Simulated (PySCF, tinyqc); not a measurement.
Inside a calculation. Method: CISD on RHF in the sto-3g basis, for H4, spin multiplicity 1. The lowest restricted solution is unstable here: a spin-polarised one lies 0.1017 hartree lower (PySCF). One step of it, computed by the program tinyqc.

Task: Integrals over molecular orbitals. (pq|rs) = sum C_ip C_jq C_kr C_ls (ij|kl), one index at a time.

coefficients C:
```
            MO1        MO2        MO3        MO4
1H 1s  0.411885   0.482145   0.557460   0.621871
2H 1s  0.411885   0.482145  -0.557460  -0.621871
3H 1s  0.411885  -0.482145   0.557460  -0.621871
4H 1s  0.411885  -0.482145  -0.557460   0.621871
```

core Hamiltonian H = T + V (hartree):
```
           1H 1s      2H 1s      3H 1s      4H 1s
1H 1s  -1.327450  -0.489739  -0.249811  -0.117280
2H 1s  -0.489739  -1.327450  -0.117280  -0.249811
3H 1s  -0.249811  -0.117280  -1.327450  -0.489739
4H 1s  -0.117280  -0.249811  -0.489739  -1.327450
```

Two-electron integrals (ij|kl) in chemists' order, unique and non-zero (hartree):
```
(11|11) 0.774606   (21|11) 0.149198   (21|21) 0.043232   (22|11) 0.355767
(22|21) 0.149198   (22|22) 0.774606   (31|11) 0.066779   (31|21) 0.015033
(31|22) 0.041440   (31|31) 0.010130   (32|11) 0.023055   (32|21) 0.007016
(32|22) 0.025368   (32|31) 0.003699   (32|32) 0.001759   (33|11) 0.276452
(33|21) 0.070381   (33|22) 0.220709   (33|31) 0.066779   (33|32) 0.025368
(33|33) 0.774606   (41|11) 0.025368   (41|21) 0.007016   (41|22) 0.023055
(41|31) 0.003699   (41|32) 0.001721   (41|33) 0.023055   (41|41) 0.001759
(42|11) 0.041440   (42|21) 0.015033   (42|22) 0.066779   (42|31) 0.006291
(42|32) 0.003699   (42|33) 0.041440   (42|41) 0.003699   (42|42) 0.010130
(43|11) 0.070381   (43|21) 0.020191   (43|22) 0.070381   (43|31) 0.015033
(43|32) 0.007016   (43|33) 0.149198   (43|41) 0.007016   (43|42) 0.015033
(43|43) 0.043232   (44|11) 0.220709   (44|21) 0.070381   (44|22) 0.276452
(44|31) 0.041440   (44|32) 0.023055   (44|33) 0.355767   (44|41) 0.025368
(44|42) 0.066779   (44|43) 0.149198   (44|44) 0.774606
```

Give: one-electron integrals over orbitals h = C^T H C; Two-electron integrals over orbitals.

Result:

one-electron integrals over orbitals h = C^T H C (hartree):
```
         1        2        3        4
1  -1.4822   0.0000   0.0000   0.0000
2   0.0000  -1.3484   0.0000   0.0000
3   0.0000   0.0000  -1.2061   0.0000
4   0.0000   0.0000   0.0000  -1.0908
```

Two-electron integrals over orbitals (pq|rs), unique and non-zero (hartree):
```
(11|11) 0.4035   (21|21) 0.1569   (22|11) 0.4044   (22|22) 0.4105
(31|31) 0.1231   (32|32) 0.1023   (33|11) 0.4014   (33|22) 0.4049
(33|33) 0.4100   (41|32) 0.1000   (41|41) 0.0977   (42|31) 0.1286
(42|42) 0.1370   (43|21) 0.1617   (43|43) 0.1750   (44|11) 0.4063
(44|22) 0.4135   (44|33) 0.4162   (44|44) 0.4255
```
